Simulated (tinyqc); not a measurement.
G0W0 on RHF in the sto-3g basis, for BeH2, spin multiplicity 1, step by step. Computed by tinyqc, a small Python program that keeps every step (integrals from PySCF). Settings: charge = 0, multiplicity = 1, basis = sto-3g, method = RHF, energy threshold = 1e-10, iteration cap = 72, orthogonalisation = symmetric, start = core, DIIS depth = 6. Command: `OMP_NUM_THREADS=1 python tinyqc.py 24227 24228 out.jsonl` (the two numbers bound the seeds that draw the settings). One thread of a shared host (Intel(R) Xeon(R) Processor @ 2.60GHz), about 0.06 s of CPU time with the checks. The early iterations of the SCF are left out here.

## One-electron integrals

Geometry (angstrom):
```
atom       x        y       z
Be    0.0000   0.0000  0.0000
H     0.0000   1.4350  0.0000
H     0.0000  -1.4350  0.0000
```

Basis sto-3g: exponents (1/bohr^2) and contraction coefficients of normalised primitives:
```
element  l (shell)  exponent  coefficient
Be           s (1)   30.1679       0.1543
Be           s (1)    5.4951       0.5353
Be           s (1)    1.4872       0.4446
Be           s (2)    1.3148      -0.1000
Be           s (2)    0.3055       0.3995
Be           s (2)    0.0994       0.7001
Be           p (3)    1.3148       0.1559
Be           p (3)    0.3055       0.6077
Be           p (3)    0.0994       0.3920
H            s (1)    3.4253       0.1543
H            s (1)    0.6239       0.5353
H            s (1)    0.1689       0.4446
```

Overlap, kinetic and nuclear-attraction integrals over the contracted functions; the nuclear repulsion is the sum of Za Zb / Rab.

nuclear repulsion = 3.134499 hartree

overlap S, lower triangle:
```
         1Be 1s  1Be 2s  1Be 2px  1Be 2py  1Be 2pz   2H 1s   3H 1s
1Be 1s   1.0000
1Be 2s   0.2595  1.0000
1Be 2px  0.0000  0.0000   1.0000
1Be 2py  0.0000  0.0000   0.0000   1.0000
1Be 2pz  0.0000  0.0000   0.0000   0.0000   1.0000
2H 1s    0.0564  0.4221   0.0000   0.4977   0.0000  1.0000
3H 1s    0.0564  0.4221   0.0000  -0.4977   0.0000  0.0239  1.0000
```

kinetic energy T (hartree), lower triangle:
```
          1Be 1s  1Be 2s  1Be 2px  1Be 2py  1Be 2pz    2H 1s   3H 1s
1Be 1s    6.6940
1Be 2s   -0.0330  0.2111
1Be 2px   0.0000  0.0000   0.6606
1Be 2py   0.0000  0.0000   0.0000   0.6606
1Be 2pz   0.0000  0.0000   0.0000   0.0000   0.6606
2H 1s    -0.0148  0.0552   0.0000   0.1632   0.0000   0.7600
3H 1s    -0.0148  0.0552   0.0000  -0.1632   0.0000  -0.0078  0.7600
```

nuclear attraction V (hartree), lower triangle:
```
           1Be 1s   1Be 2s  1Be 2px  1Be 2py  1Be 2pz    2H 1s    3H 1s
1Be 1s   -15.2986
1Be 2s    -2.0906  -3.0141
1Be 2px    0.0000   0.0000  -2.9252
1Be 2py    0.0000   0.0000   0.0000  -3.1368
1Be 2pz    0.0000   0.0000   0.0000   0.0000  -2.9252
2H 1s     -0.4525  -1.2066   0.0000  -1.3891   0.0000  -2.8782
3H 1s     -0.4525  -1.2066   0.0000   1.3891   0.0000  -0.0807  -2.8782
```

core Hamiltonian H = T + V (hartree), lower triangle:
```
          1Be 1s   1Be 2s  1Be 2px  1Be 2py  1Be 2pz    2H 1s    3H 1s
1Be 1s   -8.6046
1Be 2s   -2.1237  -2.8030
1Be 2px   0.0000   0.0000  -2.2646
1Be 2py   0.0000   0.0000   0.0000  -2.4763
1Be 2pz   0.0000   0.0000   0.0000   0.0000  -2.2646
2H 1s    -0.4672  -1.1514   0.0000  -1.2259   0.0000  -2.1181
3H 1s    -0.4672  -1.1514   0.0000   1.2259   0.0000  -0.0885  -2.1181
```

## Two-electron integrals

Functions are numbered as in S; the eight-fold symmetry (ij|kl) = (ji|kl) = (kl|ij) leaves the list below.

Two-electron integrals (ij|kl) in chemists' order, unique and non-zero (hartree):
```
(11|11) 2.2988     (21|11) 0.3920     (21|21) 0.0795     (22|11) 0.5710
(22|21) 0.1430     (22|22) 0.4177     (31|31) 0.0146     (32|31) 0.0219
(32|32) 0.0923     (33|11) 0.5696     (33|21) 0.1431     (33|22) 0.4176
(33|33) 0.4499     (41|41) 0.0146     (42|41) 0.0219     (42|42) 0.0923
(43|43) 0.0242     (44|11) 0.5696     (44|21) 0.1431     (44|22) 0.4176
(44|33) 0.4014     (44|44) 0.4499     (51|51) 0.0146     (52|51) 0.0219
(52|52) 0.0923     (53|53) 0.0242     (54|54) 0.0242     (55|11) 0.5696
(55|21) 0.1431     (55|22) 0.4176     (55|33) 0.4014     (55|44) 0.4014
(55|55) 0.4499     (61|11) 0.0841     (61|21) 0.0171     (61|22) 0.0309
(61|33) 0.0307     (61|41) 0.0015     (61|42) 0.0029     (61|44) 0.0314
(61|55) 0.0307     (61|61) 0.0038     (62|11) 0.2001     (62|21) 0.0508
(62|22) 0.1612     (62|33) 0.1551     (62|41) 0.0067     (62|42) 0.0405
(62|44) 0.1732     (62|55) 0.1551     (62|61) 0.0121     (62|62) 0.0918
(63|31) 0.0047     (63|32) 0.0220     (63|43) 0.0071     (63|63) 0.0086
(64|11) 0.2133     (64|21) 0.0549     (64|22) 0.1824     (64|33) 0.1716
(64|41) 0.0109     (64|42) 0.0631     (64|44) 0.2039     (64|55) 0.1716
(64|61) 0.0136     (64|62) 0.1183     (64|64) 0.1576     (65|51) 0.0047
(65|52) 0.0220     (65|54) 0.0071     (65|65) 0.0086     (66|11) 0.3664
(66|21) 0.0948     (66|22) 0.3365     (66|33) 0.3121     (66|41) 0.0147
(66|42) 0.1151     (66|44) 0.3850     (66|55) 0.3121     (66|61) 0.0231
(66|62) 0.2423     (66|64) 0.3318     (66|66) 0.7746     (71|11) 0.0841
(71|21) 0.0171     (71|22) 0.0309     (71|33) 0.0307     (71|41) -0.0015
(71|42) -0.0029    (71|44) 0.0314     (71|55) 0.0307     (71|61) 0.0035
(71|62) 0.0102     (71|64) 0.0106     (71|66) 0.0187     (71|71) 0.0038
(72|11) 0.2001     (72|21) 0.0508     (72|22) 0.1612     (72|33) 0.1551
(72|41) -0.0067    (72|42) -0.0405    (72|44) 0.1732     (72|55) 0.1551
(72|61) 0.0102     (72|62) 0.0481     (72|64) 0.0496     (72|66) 0.0937
(72|71) 0.0121     (72|72) 0.0918     (73|31) 0.0047     (73|32) 0.0220
(73|43) -0.0071    (73|63) 0.0036     (73|73) 0.0086     (74|11) -0.2133
(74|21) -0.0549    (74|22) -0.1824    (74|33) -0.1716    (74|41) 0.0109
(74|42) 0.0631     (74|44) -0.2039    (74|55) -0.1716    (74|61) -0.0106
(74|62) -0.0496    (74|64) -0.0492    (74|66) -0.0954    (74|71) -0.0136
(74|72) -0.1183    (74|74) 0.1576     (75|51) 0.0047     (75|52) 0.0220
(75|54) -0.0071    (75|65) 0.0036     (75|75) 0.0086     (76|11) 0.0150
(76|21) 0.0037     (76|22) 0.0105     (76|33) 0.0103     (76|44) 0.0108
(76|55) 0.0103     (76|61) 0.0008     (76|62) 0.0041     (76|64) 0.0048
(76|66) 0.0089     (76|71) 0.0008     (76|72) 0.0041     (76|74) -0.0048
(76|76) 2.67e-04   (77|11) 0.3664     (77|21) 0.0948     (77|22) 0.3365
(77|33) 0.3121     (77|41) -0.0147    (77|42) -0.1151    (77|44) 0.3850
(77|55) 0.3121     (77|61) 0.0187     (77|62) 0.0937     (77|64) 0.0954
(77|66) 0.1844     (77|71) 0.0231     (77|72) 0.2423     (77|74) -0.3318
(77|76) 0.0089     (77|77) 0.7746
```

## Orthogonalisation

S = U s U^T; symmetric (Loewdin) form X = U s^(-1/2) U^T, so that X^T S X = 1.

eigenvalues of S: 0.2841  0.3854  0.9458  1.0000  1.0000  1.6920  1.6928

X, lower triangle:
```
          1Be 1s   1Be 2s  1Be 2px  1Be 2py  1Be 2pz    2H 1s   3H 1s
1Be 1s    1.0285
1Be 2s   -0.1527   1.2138
1Be 2px   0.0000   0.0000   1.0000
1Be 2py   0.0000   0.0000   0.0000   1.3130
1Be 2pz   0.0000   0.0000   0.0000   0.0000   1.0000
2H 1s     0.0200  -0.2763   0.0000  -0.3915   0.0000   1.2486
3H 1s     0.0200  -0.2763   0.0000   0.3915   0.0000  -0.0832  1.2486
```

## Iteration 7 (converged): orbitals

converged F (hartree), lower triangle:
```
          1Be 1s   1Be 2s  1Be 2px  1Be 2py  1Be 2pz    2H 1s    3H 1s
1Be 1s   -4.5216
1Be 2s   -1.2884  -0.6148
1Be 2px   0.0000   0.0000   0.2135
1Be 2py   0.0000   0.0000   0.0000  -0.1969
1Be 2pz   0.0000   0.0000   0.0000   0.0000   0.2135
2H 1s    -0.2887  -0.3815   0.0000  -0.3216   0.0000  -0.2755
3H 1s    -0.2887  -0.3815   0.0000   0.3216   0.0000  -0.0315  -0.2755
```

Diagonalise F' = X^T F X, C = X C', fill 3 alpha and 3 beta electrons from the bottom; D = 2 C_occ C_occ^T. Each column has its largest component positive (the first on a tie).

F' = X^T F X (hartree), lower triangle:
```
         1        2       3        4       5        6       7
1  -4.4124
2  -0.6958  -0.1174
3   0.0000   0.0000  0.2135
4   0.0000   0.0000  0.0000   0.2469
5   0.0000   0.0000  0.0000   0.0000  0.2135
6  -0.0304  -0.3102  0.0000  -0.4325  0.0000   0.0780
7  -0.0304  -0.3102  0.0000   0.4325  0.0000  -0.0995  0.0780
```

orbital energies (hartree): MO1 -4.5251, MO2 -0.4396, MO3 -0.4005, MO4 0.2135, MO5 0.2135, MO6 0.4133, MO7 0.8249

coefficients C:
```
             MO1      MO2      MO3     MO4      MO5      MO6      MO7
1Be 1s    0.9918  -0.2177   0.0000  0.0000   0.0000  -0.2259   0.0000
1Be 2s    0.0317   0.5801   0.0000  0.0000   0.0000   1.1453   0.0000
1Be 2px   0.0000   0.0000   0.0000  0.9743  -0.2252   0.0000   0.0000
1Be 2py   0.0000   0.0000   0.4995  0.0000   0.0000   0.0000   1.3346
1Be 2pz   0.0000   0.0000   0.0000  0.2252   0.9743   0.0000   0.0000
2H 1s    -0.0035   0.3929   0.4157  0.0000   0.0000  -0.7755  -0.9313
3H 1s    -0.0035   0.3929  -0.4157  0.0000   0.0000  -0.7755   0.9313
```

D after iteration 7, lower triangle:
```
          1Be 1s  1Be 2s  1Be 2px  1Be 2py  1Be 2pz    2H 1s   3H 1s
1Be 1s    2.0621
1Be 2s   -0.1898  0.6751
1Be 2px   0.0000  0.0000   0.0000
1Be 2py   0.0000  0.0000   0.0000   0.4989
1Be 2pz   0.0000  0.0000   0.0000   0.0000   0.0000
2H 1s    -0.1780  0.4556   0.0000   0.4152   0.0000   0.6543
3H 1s    -0.1780  0.4556   0.0000  -0.4152   0.0000  -0.0368  0.6543
```

Within a degenerate level the vectors are fixed only up to a rotation; this is one choice.

## Convergence

Stop when the energy changes by less than 1e-10 hartree and every element of the error matrix X^T (F D S - S D F) X is below 3e-06.

Course of the cycle:
```
iteration  E (hartree)     change  largest element of the error matrix
1           -14.971059          -                             5.65e-01
2           -15.543994  -5.73e-01                             4.63e-02
3           -15.546459  -2.46e-03                             1.60e-03
4           -15.546465  -6.83e-06                             3.02e-04
5           -15.546466  -2.48e-07                             1.09e-05
6           -15.546466  -1.76e-10                             4.03e-09
7           -15.546466   1.07e-14                             1.90e-09
```

PySCF RHF in the same basis = -15.546466 hartree

Converged in 7 iterations.

## Integrals over molecular orbitals

(pq|rs) = sum C_ip C_jq C_kr C_ls (ij|kl), one index at a time.

one-electron integrals over orbitals h = C^T H C (hartree), lower triangle:
```
         1        2        3        4        5        6        7
1  -8.5931
2   0.2163  -2.3857
3   0.0000   0.0000  -2.3370
4   0.0000   0.0000   0.0000  -2.2646
5   0.0000   0.0000   0.0000   0.0000  -2.2646
6   0.2006  -0.2080   0.0000   0.0000   0.0000  -1.9080
7   0.0000   0.0000  -0.2987   0.0000   0.0000   0.0000  -1.8367
```

Two-electron integrals over orbitals (pq|rs), unique and non-zero (hartree):
```
(11|11) 2.2716    (21|11) -0.1923   (21|21) 0.0250    (22|11) 0.4731
(22|21) -0.0062   (22|22) 0.3872    (31|31) 0.0055    (32|31) 0.0126
(32|32) 0.1621    (33|11) 0.4404    (33|21) -0.0026   (33|22) 0.4000
(33|33) 0.4233    (41|41) 0.0158    (42|41) 0.0151    (42|42) 0.0484
(43|43) 0.0136    (44|11) 0.5692    (44|21) -0.0076   (44|22) 0.3618
(44|33) 0.3469    (44|44) 0.4499    (51|51) 0.0158    (52|51) 0.0151
(52|52) 0.0484    (53|53) 0.0136    (54|54) 0.0242    (55|11) 0.5692
(55|21) -0.0076   (55|22) 0.3618    (55|33) 0.3469    (55|44) 0.4014
(55|55) 0.4499    (61|11) -0.1886   (61|21) 0.0252    (61|22) -0.0064
(61|33) -0.0035   (61|44) -0.0053   (61|55) -0.0053   (61|61) 0.0254
(62|11) 0.1240    (62|21) -0.0063   (62|22) -0.0199   (62|33) -0.0441
(62|44) 0.0595    (62|55) 0.0595    (62|61) -0.0047   (62|62) 0.0801
(63|31) -0.0015   (63|32) -0.0932   (63|63) 0.0847    (64|41) 0.0163
(64|42) 0.0471    (64|64) 0.0503    (65|51) 0.0163    (65|52) 0.0471
(65|65) 0.0503    (66|11) 0.4698    (66|21) -0.0067   (66|22) 0.3874
(66|33) 0.3985    (66|44) 0.3609    (66|55) 0.3609    (66|61) -0.0064
(66|62) -0.0311   (66|66) 0.4034    (71|31) 0.0104    (71|32) 0.0192
(71|63) -0.0009   (71|71) 0.0199    (72|31) 0.0041    (72|32) -0.0418
(72|63) 0.0617    (72|71) 0.0079    (72|72) 0.0569    (73|11) 0.1455
(73|21) -0.0045   (73|22) -0.0024   (73|33) -0.0189   (73|44) 0.0646
(73|55) 0.0646    (73|61) -0.0035   (73|62) 0.0756    (73|66) -0.0231
(73|73) 0.0846    (74|43) 0.0136    (74|74) 0.0168    (75|53) 0.0136
(75|75) 0.0168    (76|31) 0.0105    (76|32) 0.1416    (76|63) -0.0933
(76|71) 0.0165    (76|72) -0.0518   (76|76) 0.1388    (77|11) 0.5633
(77|21) -0.0083   (77|22) 0.4152    (77|33) 0.4329    (77|44) 0.3850
(77|55) 0.3850    (77|61) -0.0083   (77|62) -0.0280   (77|66) 0.4243
(77|73) -0.0037   (77|77) 0.4728
```

## Screening: direct RPA

With D = e_a - e_i and K = (ia|jb): diagonalise D^(1/2) (D + 4K) D^(1/2) = Z w^2 Z^T; X + Y = D^(1/2) Z w^(-1/2), each column of Z with its largest component positive (the first on a tie); E_c = (sum w - tr (D + 2K)) / 2.

D^(1/2) (D + 4K) D^(1/2) (hartree^2), lower triangle:
```
         1>4      1>5      1>6      1>7     2>4     2>5     2>6     2>7
1>4  22.7527
1>5   0.0000  22.7527
1>6   0.0000   0.0000  24.8901
1>7   0.0000   0.0000   0.0000  29.0492
2>4   0.1062   0.0000   0.0000   0.0000  0.5529
2>5   0.0000   0.1062   0.0000   0.0000  0.0000  0.5529
2>6   0.0000   0.0000  -0.0386   0.0000  0.0000  0.0000  1.0007
2>7   0.0000   0.0000   0.0000   0.0822  0.0000  0.0000  0.0000  1.8866
3>4   0.0000   0.0000   0.0000   0.0000  0.0000  0.0000  0.0000  0.0000
3>5   0.0000   0.0000   0.0000   0.0000  0.0000  0.0000  0.0000  0.0000
3>6   0.0000   0.0000   0.0000  -0.0075  0.0000  0.0000  0.0000  0.2505
3>7   0.0000   0.0000  -0.0346   0.0000  0.0000  0.0000  0.3092  0.0000

        3>4     3>5     3>6     3>7
3>4  0.4104
3>5  0.0000  0.4104
3>6  0.0000  0.0000  0.9380
3>7  0.0000  0.0000  0.0000  1.9162
```

excitation energies w (hartree): 0.6407  0.6407  0.7432  0.7432  0.9359  0.9519  1.3959  1.4180  4.7700  4.7700  4.9890  5.3898

X + Y:
```
           1       2        3        4        5        6        7       8
1>4   0.0000  0.0000  -0.0121   0.0000   0.0000   0.0000   0.0000  0.0000
1>5   0.0000  0.0000   0.0000  -0.0121   0.0000   0.0000   0.0000  0.0000
1>6   0.0000  0.0000   0.0000   0.0000   0.0000   0.0025   0.0000  0.0036
1>7   0.0000  0.0000   0.0000   0.0000   0.0023   0.0000  -0.0056  0.0000
2>4   0.0000  0.0000   0.9374   0.0001   0.0000   0.0000   0.0000  0.0000
2>5   0.0000  0.0000  -0.0001   0.9374   0.0000   0.0000   0.0000  0.0000
2>6   0.0000  0.0000   0.0000   0.0000   0.0000   0.9052   0.0000  0.2270
2>7   0.0000  0.0000   0.0000   0.0000  -0.2797   0.0000   0.9238  0.0000
3>4   0.9572  0.2054   0.0000   0.0000   0.0000   0.0000   0.0000  0.0000
3>5  -0.2054  0.9572   0.0000   0.0000   0.0000   0.0000   0.0000  0.0000
3>6   0.0000  0.0000   0.0000   0.0000   0.9051   0.0000   0.1837  0.0000
3>7   0.0000  0.0000   0.0000   0.0000   0.0000  -0.3320   0.0000  0.8889

          9      10       11       12
1>4  0.9967  0.0000   0.0000   0.0000
1>5  0.0000  0.9967   0.0000   0.0000
1>6  0.0000  0.0000   0.9949   0.0000
1>7  0.0000  0.0000   0.0000   0.9963
2>4  0.0018  0.0000   0.0000   0.0000
2>5  0.0000  0.0018   0.0000   0.0000
2>6  0.0000  0.0000  -0.0007   0.0000
2>7  0.0000  0.0000   0.0000   0.0015
3>4  0.0000  0.0000   0.0000   0.0000
3>5  0.0000  0.0000   0.0000   0.0000
3>6  0.0000  0.0000   0.0000  -0.0001
3>7  0.0000  0.0000  -0.0008   0.0000
```

RPA correlation energy = -0.041158 hartree

Within a degenerate level the vectors are fixed only up to a rotation; this is one choice.

## G0W0 on Hartree-Fock: HOMO

W(p,q,m) = sqrt2 sum_ia (pq|ia) (X+Y)_ia,m; Sigma_c(x) = sum_(i,m) W^2/(x - e_i + w_m) + sum_(a,m) W^2/(x - e_a - w_m); solve x = e_p + Sigma_c(x) by Newton steps; Z = 1/(1 - dSigma/dx); 1 hartree = 27.211386 eV.

The 12 largest terms at x = e_p (hartree; W for the signs of X + Y given):
```
q   m        W       term
2   5  -0.1027     0.0108
7   8   0.1306    -0.0065
6   7   0.1027    -0.0048
2   7  -0.0789     0.0043
6   5   0.0840    -0.0040
3   6  -0.0476     0.0024
7   6   0.0571    -0.0015
3   8  -0.0379     0.0010
5   2   0.0185  -2.72e-04
4   1   0.0185  -2.72e-04
2  12   0.0270   1.35e-04
1  12   0.0147   2.27e-05
```

Newton steps (hartree):
```
step        x  Sigma_c(x)       Z
0     -0.4005      0.0014  0.9752
1     -0.3991      0.0014  0.9753
2     -0.3991      0.0014  0.9753
```

quasiparticle energy of the HOMO = -10.8599 eV

Hartree-Fock value = -10.8968 eV

## G0W0 on Hartree-Fock: LUMO

As before.

The 12 largest terms at x = e_p (hartree; W for the signs of X + Y given):
```
q  m       W       term
4  8  0.1003    -0.0071
6  3  0.0621    -0.0041
2  3  0.0639     0.0029
4  6  0.0458    -0.0022
3  1  0.0185   2.72e-04
7  1  0.0184  -2.69e-04
6  9  0.0231  -1.08e-04
2  9  0.0214   8.44e-05
1  3  0.0197   7.11e-05
1  9  0.0223   5.21e-05
3  2  0.0040   1.25e-05
7  2  0.0039  -1.24e-05
```

Newton steps (hartree):
```
step       x  Sigma_c(x)       Z
0     0.2135     -0.0104  0.9859
1     0.2033     -0.0102  0.9861
2     0.2033     -0.0102  0.9861
```

quasiparticle energy of the LUMO = 5.5312 eV

Hartree-Fock value = 5.8099 eV
